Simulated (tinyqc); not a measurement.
Gated two-dimensional channel with two bands, quantum capacitance: two steps of the calculation.

phi is the Fermi level above the lowest band edge, in volts; Vg is counted from the gate voltage at which an empty channel would have phi = 0. The channel has no thickness; trap charge is -q Dit phi.

Inputs (values chosen for the exercise); lowest band close to that of a thin In0.53Ga0.47As body: temperature T = 77 K; relative permittivity of the gate insulator (close to silicon dioxide) eox = 3.9; insulator thickness tox = 16 nm; in-plane mass md = 0.0473 m0; valley degeneracy gv = 1; in-plane mass of a second band, chosen freely m2 = 0.063 m0; valley degeneracy of that band, chosen freely g2 = 1; second band edge above the first E2 = 0.18 eV; density of traps Dit = 1.8e12 cm^-2 eV^-1; gate voltage Vg = 0.06 V.

Constants: q = 1.602176634e-19 C, kB = 1.380649e-23 J/K, hbar = 1.054571817e-34 J s, m0 = 9.1093837015e-31 kg, Vt = kB T/q, eps0 = 8.8541878128e-14 F/cm where lengths are in cm. Results are converted to the units shown.

Question 1. Gate capacitance. Cox = eps0 eox/tox.

Find: Cox.

Answer 1.

Cox = 0.21582 uF/cm^2

Question 2. New phi. D1 = gv md m0 q/(pi hbar^2), D2 = g2 m2 m0 q/(pi hbar^2) per eV; n1 = D1 Vt ln(1 + exp(phi/Vt)), n2 = D2 Vt ln(1 + exp((phi - E2)/Vt)), n = n1 + n2; Cq = q dn/dphi = q [D1/(1 + exp(-phi/Vt)) + D2/(1 + exp((E2 - phi)/Vt))]. Newton: f = phi + q (n + Dit phi)/Cox - Vg, phi(new) = phi - f/(1 + (Cq + q Dit)/Cox).

phi at the start = 0.06 V
Cox = 0.21582083 uF/cm^2

Find: n1; n2; Cq; f; phi after iteration 1.

Answer 2.

n1 = 1.186e12 cm^-2
n2 = 2443 cm^-2
Cq = 3.165 uF/cm^2
f = 0.9603 V
phi after iteration 1 = 0.003522 V

Computed by the program tinyqc: `OMP_NUM_THREADS=1 python tinyqc.py 2200062 2200063 out.jsonl`, one thread of a shared Intel Xeon 2.30GHz, about 0.01 s for the whole run.
